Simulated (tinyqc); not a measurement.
## Screening length from the swing

Question. In a simple model of a Schottky-barrier transistor a barrier thinner than d = 4.6 nm is transparent, so the effective barrier is pn - psi (1 - exp(-d/lam)) and the swing beyond flat band is Vt ln 10/(1 - exp(-d/lam)). Find the thermionic swing, lam, and the effective barrier at psi = 0.2 V.

Values chosen for this exercise: temperature T = 300 K; barrier for electrons at both contacts pn = 0.35 eV.

Constants: q = 1.602176634e-19 C, kB = 1.380649e-23 J/K, Vt = kB T/q. Results are converted to the units shown.

swing in the tunnelling range = 65.329525 mV/decade

Answer. The ratio of the two swings is 1 - exp(-d/lam).

Vt ln 10 = 59.53 mV/decade
lam = 1.900 nm
effective barrier = 0.1678 eV

Numbers from tinyqc (`OMP_NUM_THREADS=1 python tinyqc.py 2390024 2390025 out.jsonl`; about 0.02 s on one thread of a shared Intel Xeon 2.30GHz).
